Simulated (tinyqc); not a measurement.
Strained quantum well: band edges, subbands and transparency: sweeps and comparisons. A value that a table varies takes the place of the one given here.

Growth on (001), barriers unstrained: tr(e) = e (2 - nu2), Z = b e (1 + nu2); Ec = Ev + Eg + ac tr(e), E_HH = Ev + av tr(e) + Z, E_LH = Ev + av tr(e) - Z (coupling to the split-off band left out).

Masses along z: me, 1/(g1 - 2 g2) for HH, 1/(g1 + 2 g2) for LH, likewise in the barrier; in the plane me, 1/(g1 + g2) for HH and 1/(g1 - g2) for LH (no mixing, which understates the hole masses away from k = 0). Level n solves k L + 2 atan[(k/m)/(kappa/mb)] = n pi, k = sqrt(m E/c), kappa = sqrt(mb (V - E)/c), c = hbar^2/2m0.

Transparency (Bernard-Duraffourg): Fc - Fv equals the lowest transition energy with n = p, n = sum m/(2 pi c) kB T ln(1 + exp((Fc - E)/kB T)) and p likewise over the listed subbands; c = hbar^2/2m0, 1/angstrom^2 = 1e16/cm^2.

Constants: hbar^2/2m0 = 3.80998211 eV angstrom^2; kB = 8.617333262e-05 eV/K; hc = 1239.841984 eV nm.

Values chosen for the exercise (near those of an InGaAs/InP well; the results hold for these values, not for the real material):
- nu2 = 1.005 (2 C12/C11)
- Eg = 0.672 eV (unstrained gap of the well)
- Ev = -0.586 eV (its valence edge)
- ac = -5.96 eV
- av = 1.07 eV (Ev moves by av tr(e))
- b = -1.88 eV (shear potential)
- Egb = 1.354 eV (gap of the barrier)
- Evb = -0.94 eV (its valence edge)
- L = 54 angstrom (well width)
- me = 0.041 m0 (electron mass)
- g1 = 14.53 (gamma1)
- g2 = 5.8 (gamma2)
- meb = 0.08 m0
- g1b = 5.08
- g2b = 1.6
- T = 250 K (temperature)
- es = (-0.02, -0.014, -0.008, -0.003, 0, 0.003, 0.007, 0.012) (strains)
- e = -0.003 (strain in the plane)
- Ls = (30, 40, 55, 70, 90, 120) angstrom (widths)

## Strain as a design knob

Only the strain is changed; the unstrained gap and the masses are kept.

Results:
```
e (%)  wavelength (nm)  top hole  hh1 - lh1 (meV)  n_tr (1e12/cm^2)  share in top
-2.0              1484       hh1              199             0.286          0.96
-1.4              1508       hh1              158             0.286          0.95
-0.8              1534       hh1              116             0.288          0.94
-0.3              1558       hh1               82             0.295          0.89
0.0               1573       hh1               61             0.309          0.81
0.3               1588       hh1               40             0.339          0.67
0.7               1609       hh1               12             0.423          0.40
1.2               1689       lh1              -23             0.439          0.85
```

n_tr is largest at e = +1.2 % (0.44), where hh1 - lh1 = -23 meV and the top subband holds 85 % of the holes, and smallest, 0.29, at -2.0, -1.4 and -0.8 %. The top hole level turns from hh to lh, and the light from TE to TM, between +0.7 and +1.2 %. The wavelength runs from 1484 to 1689 nm.

## Width of the well

All levels anew.

Results:
```
L (angstrom)  wavelength (nm)  top hole  hh1 - lh1 (meV)  n_tr (1e12/cm^2)  share in top  n_tr/L (1e18/cm^3)
30                       1384       hh1              111             0.282          0.98                0.94
40                       1472       hh1               97             0.285          0.96                0.71
55                       1563       hh1               81             0.296          0.89                0.54
70                       1622       hh1               69             0.314          0.78                0.45
90                       1674       hh1               58             0.341          0.66                0.38
120                      1721       hh1               47             0.383          0.52                0.32
```

The wavelength tunes by 337 nm. The sheet density at transparency changes from 0.28 to 0.38, the top hole subband holding 0.98 and 0.52 of the holes at the ends, while the volume density falls by a factor 2.9. Critical thickness and carrier escape are left out.

## What each parameter does

Edge wavelength, hh1 - lh1 and n_tr. Each row changes one parameter from the base and keeps the others.

Results:
```
case             wavelength (nm)  hh1 - lh1 (meV)  n_tr (1e12/cm^2)
base                      1558.0             81.7             0.295
L = 64 angstrom           1601.3             73.2             0.306
e = -0.005                1548.4             95.7             0.291
Eg = 0.652 eV             1592.9             81.7             0.295
b = -2.16 eV              1561.3             84.9             0.294
ac = -5.36 eV             1561.0             81.7             0.295
me = 0.0451 m0            1561.9             81.7             0.311
g1 = 15.4                 1550.6             78.5             0.288
T = 290 K                 1558.0             81.7             0.353
```

The largest shifts from the base row, up to three for each result and ties (the steps differ in size, so this ranks the rows, not the parameters). wavelength (nm): L +43.3, Eg +34.9, e -9.6; unchanged at the printed digits by T. hh1 - lh1 (meV): e +13.9, L -8.6, g1 -3.3; unchanged at the printed digits by Eg, ac, me and T. n_tr (1e12/cm^2): T +0.058, me +0.015, L +0.011; unchanged at the printed digits by Eg and ac.

Program tinyqc; command `OMP_NUM_THREADS=1 python tinyqc.py 1252386 1252387 out.jsonl`; about 0.01 s on one thread of a shared Intel(R) Xeon(R) Processor @ 2.30GHz.
